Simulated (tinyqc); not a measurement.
Rigid-ion and shell models of the dielectric response of an ionic crystal: one step, computed by the program tinyqc. Command: `OMP_NUM_THREADS=1 python tinyqc.py 3020009 3020010 out.jsonl shell walk`. One thread of a shared host (Intel(R) Xeon(R) Processor @ 2.30GHz), about 0.01 s of CPU time with the checks.

Charges +Z and -Z; 4 nearest neighbours, Madelung constant M = 1.638055, volume per ion pair Omega = 3.079201 d^3. Energy per pair U = -M Z^2 e2/d + 4 A exp(-d/rho), e2 = e^2/(4 pi eps_0). In the shell model the anion is a core of charge Y - Z and a massless shell of charge -Y, joined by the spring k; the repulsion acts on the shell. Each ion feels the Lorentz field E + (4 pi/3) P (Gaussian units).

Problem. Shell model: lattice response. mu lambda_TO = R' - (4 pi e2/(3 Omega)) Z_S^2/(1 - b); mu lambda_LO = mu lambda_TO + 4 pi e2 Z*^2/(eps_inf Omega); eps_s = eps_inf lambda_LO/lambda_TO. lambda in eV/(angstrom^2 u) gives the wavenumber 15.6333042 x 33.35640952 x sqrt(lambda); mu is the reduced mass.

Inputs (values chosen for the exercise, for a model crystal): cation mass = 9.51 u; anion mass = 16 u.

Structure: zinc blende.

anion polarisability alpha_- = 1.727813 angstrom^3

Szigeti charge Z_S = 0.8155448 e

softened spring R' = 4.189858 eV/angstrom^2

b = 0.1755245

eps_inf = 1.638677

Born charge Z* = 0.9891680 e

volume Omega = 54.12004 angstrom^3

Constants: e^2/(4 pi eps_0) = 14.39964548 eV angstrom; nu for 1 eV/(angstrom^2 u) = 15.6333042 THz; 1 THz = 33.35640952 1/cm.

Give: mu lambda_TO; omega_TO; omega_LO; eps_s; share of R' left after the dipole term.

Solution.

mu lambda_TO = 3.291 eV/angstrom^2

omega_TO = 387.3 1/cm

omega_LO = 491.0 1/cm

eps_s = 2.633

share of R' left after the dipole term = 0.7854

The dipole field cancels 21 % of the short-range spring.
